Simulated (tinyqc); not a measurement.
# Charge pumping in an n-channel transistor, step by step

Numbers from tinyqc (`OMP_NUM_THREADS=1 python tinyqc.py 2030026 2030027 out.jsonl`; about 0.01 s on one thread of a shared Intel Xeon 2.30GHz). Printed values are rounded.

The gate is pulsed from accumulation to inversion and back. Energies E are counted from the intrinsic level; Dit(E) = D0 [1 + b (2 E/Eg)^2]. During each edge the traps near the bands emit their carriers, and those between Eh and Ee recombine once a cycle.

Parameters, values chosen for the exercise; band and dielectric values close to those of silicon:
```
symbol    value         unit                                                               meaning
T           300            K                                                           temperature
Eg         1.11           eV                                                              band gap
Nc      2.85e19        cm^-3                            conduction-band density of states at 300 K
Nv      2.65e19        cm^-3                               valence-band density of states at 300 K
A            18         um^2                                                             gate area
D0         6e11  cm^-2 eV^-1                                                trap density at midgap
b           1.3                                    rise of the trap density towards the band edges
sn      6.6e-16         cm^2                                           cross-section for electrons
sp      1.4e-16         cm^2                                               cross-section for holes
vth       1.6e7         cm/s  thermal velocity at 300 K, one nominal value for electrons and holes
dV         0.72            V                                                             Vth - Vfb
Va          2.8            V                                                          pulse height
f         18000           Hz                                                             frequency
tr         5400           ns                                                             rise time
tf         1100           ns                                                             fall time
```

Constants: q = 1.602176634e-19 C, kB = 1.380649e-23 J/K, Vt = kB T/q. Results are converted to the units shown.

Range of the model: The Fermi levels of inversion and accumulation are taken to lie beyond Ee and Eh, the flat tops to fill all traps, and no geometric current is added.

## Emission levels

ni = sqrt(Nc Nv) exp(-Eg/(2 Vt)), Eg in volts; emission times te = (dV/Va) tf and th = (dV/Va) tr; Ee = -Vt ln(vth sn ni te), Eh = +Vt ln(vth sp ni th).

ni = 1.30453e10 cm^-3
te = 282.857 ns
th = 1388.57 ns
Ee = 0.262471 eV
Eh = -0.261424 eV

The window covers 47.2 % of the gap.

## Pumped charge and current

Nit = integral of Dit from Eh to Ee = D0 [Ee - Eh + 4 b (Ee^3 - Eh^3)/(3 Eg^2)], Qcp = q A Nit, Icp = f Qcp.

Nit = 3.44680e11 cm^-2
mean Dit = 6.57919e11 cm^-2 eV^-1
traps pumped a cycle = 62042.4
Icp = 178.925 pA
